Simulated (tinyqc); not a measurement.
Epitaxial growth on a vicinal surface: Burton-Cabrera-Frank step flow, step-edge barrier and island nucleation: one step, computed by the program tinyqc.

Adatoms land at rate F, hop on a square grid (a simplification for hexagonal faces), desorb, or join steps. Lengths are in units of a and n is the adatom coverage. Steps ascend at x = 0 and descend at x = l.

Problem. Step flow or islands. Island density on a flat surface without desorption: N = 0.25 (F/D)^(i/(i+2)) exp(E_i/((i+2) k_B T)) per site, with E_i = 0 for i = 1; spacing l_n = N^(-1/2). Step flow needs an effective width l_eff = 2 x(peak) below l_n. Temperatures in kelvin are T(C) + 273.15.

Inputs (values chosen for the exercise, close to those used for GaAs(001)): deposition rate F = 0.075 layers/s; temperature T = 610 C; critical nucleus size i = 1.

D = 102510.6 a^2/s

position of the peak = 30.15380 a

Constants: k_B = 8.617333262e-05 eV/K.

Give: island density N on a flat surface; island spacing l_n; ratio l_eff/l_n.

Solution.

island density N on a flat surface = 0.002253 per site

island spacing l_n = 21.07 a

ratio l_eff/l_n = 2.862

Islands nucleate on the terraces, and a step-flow solution would overstate the coverage. Caution: twice the distance from the ascending step to the coverage peak exceeds the expected island spacing [0.25 (F/D)^(i/(i+2)) exp(E_i/((i+2) k_B T))]^(-1/2) by 40 % or more, so islands nucleate and the step-flow values are formal. Caution: the prefactor 0.25 and the criterion are estimates, good to a factor of about two in length.
